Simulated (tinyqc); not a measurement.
# Worked calculation: square on-chip spiral inductor, lumped pi model

Computed by the program tinyqc: `OMP_NUM_THREADS=1 python tinyqc.py 2302140 2302141 out.jsonl`, one thread of a shared Intel Xeon 2.30GHz, about 0.01 s for the whole run. Printed values are rounded.

Outer diameter do = di + 2 n wd + 2 (n - 1) sp, mean da = (do + di)/2, fill p = (do - di)/(do + di), length l = 4 n da. L = 2.34 mu0 n^2 da/(1 + 2.75 p), mu0 = 4 pi 1e-7 H/m. Rs = rho l/(wd delta (1 - exp(-th/delta))), delta = sqrt(rho/(pi f mu0)). Cs = n wd^2 eps0 eo/hu across the coil. At each end Cox = l wd eps0 eo/(2 ho) leads to the substrate branch Rsi = 2 rs he/(l wd) in parallel with Csi = l wd eps0 11.7/(2 he). With one end grounded Y = 1/(Rs + i w L) + i w Cs + 1/[1/(i w Cox) + 1/(1/Rsi + i w Csi)], w = 2 pi f; Q = -Im Y/Re Y. Eddy currents in neighbouring turns and in the substrate are left out.

Values chosen for this exercise; values of the order met in silicon radio-frequency processes:
```
symbol  value     unit                                     meaning
n         1.5                                      number of turns
wd          8       um                                  line width
sp          2       um                         space between turns
di         80       um                              inner diameter
th        3.4       um                             metal thickness
rho       2.2  uohm cm                           metal resistivity
ho        4.1       um                        oxide below the coil
hu        0.9       um            oxide between coil and underpass
eo          3                   relative permittivity of the oxide
rs          1   ohm cm                       substrate resistivity
he         30       um  effective spreading depth in the substrate
f         1.9      GHz                                   frequency
```

Constants: eps0 = 8.8541878128e-12 F/m. Results are converted to the units shown.

## Geometry and model elements

do, l, L, delta, Rs, Cs, Cox, Rsi and Csi as defined.

do = 106 um
l = 558 um
L = 0.444454 nH
delta = 1.71259 um
Rs = 1.03866 ohm
Cs = 2.83334 fF
Cox = 14.4604 fF
Rsi = 134.409 ohm
Csi = 7.70739 fF

Rs is 2.30 times the direct-current value in this empirical form, which overstates the skin effect of a flat slab when delta is near th and so stands in for some current crowding.

## Admittance, quality factor and apparent inductance

Series branch 1/(Rs + i w L), substrate branch, total Y, Q = -Im Y/Re Y, apparent inductance Im(1/Y)/w, metal-only value w L/Rs, share of the loss in the substrate Re(substrate branch)/Re Y.

series branch = 35.532-181.513i mS
substrate branch = 0.004000+0.172487i mS
Y = 35.536-181.307i mS
Q = 5.10205
apparent inductance = 0.444919 nH
w L/Rs = 5.10843
share of the loss in the substrate = 0.0112573 %

Q is 99.9 % of the metal-only value.
